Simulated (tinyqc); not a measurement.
Size of the basis: round or elliptic silicon nanowire with anisotropic valleys (Ritz method).

Wire along x = [110] on a (001) wafer, y = [-110], z = [001]. Valley groups (w = inverse masses): A, two valleys along z: w_y = 1/mt, w_z = 1/ml, m_x = mt; B, four valleys in the wafer plane: w_y = (1/ml + 1/mt)/2, w_z = 1/mt, m_x = (ml + mt)/2.

Hard wall on the ellipse (y/a)^2 + (z/b)^2 = 1, c = hbar^2/2m0. With u = y/a, v = z/b the operator is -c [(w_y/a^2) d2/du2 + (w_z/b^2) d2/dv2] on the unit disc. Basis (1 - u^2 - v^2) u^i v^j; S, X and Y are the disc integrals of f f', (df/du)(df'/du) and (df/dv)(df'/dv), from the integral of u^p v^q = 2 Gamma((p+1)/2) Gamma((q+1)/2)/((p + q + 2) Gamma((p+q+2)/2)) for even p, q; H = c (w_y X/a^2 + w_z Y/b^2).

Constants: hbar^2/2m0 = 3.80998211 eV angstrom^2.

Parameters, chosen for this exercise (near those of a Si nanowire; not measured data):

| symbol | value | unit | meaning |
|---|---|---|---|
| ml | 0.9 | m0 | longitudinal mass |
| mt | 0.187 | m0 | transverse mass |
| a | 35 | angstrom | semi-axis along y |
| b | 35 | angstrom | semi-axis along z |

Lowest level of each group with 1, 3, 6 and 21 even functions.

Levels (meV):

| functions | A | B |
|---|---|---|
| 1 | 60.26 | 80.03 |
| 3 | 57.15 | 77.02 |
| 6 | 57.10 | 77.00 |
| 21 | 57.10 | 77.00 |

What can be read from this table?

One function errs by 5.5 % for A and 3.9 % for B, six by 0.00033 and 2.2e-05 meV. The error grows with the axis ratio of the stretched ellipse (2.19, 1.29); for a circle it is 6/5.783 - 1 = 3.7 %.

Program tinyqc; command `OMP_NUM_THREADS=1 python tinyqc.py 1280941 1280942 out.jsonl`; about 0.07 s on one thread of a shared Intel(R) Xeon(R) Processor @ 2.30GHz.
